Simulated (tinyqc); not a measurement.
RHF in the sto-3g basis, for H6, spin multiplicity 1, step by step. One step of it, computed by the program tinyqc.

Task: Iteration 2: DIIS coefficients. Solve [B -1; -1 0][c; lambda] = [0; -1] for the coefficients, which sum to one.

B (overlaps of the stored error matrices):
```
               1              2
1  2.6435007e+00  2.6511740e-01
2  2.6511740e-01  6.3713919e-01
```

Give: DIIS coefficients.

Result:

DIIS coefficients: 0.1353  0.8647
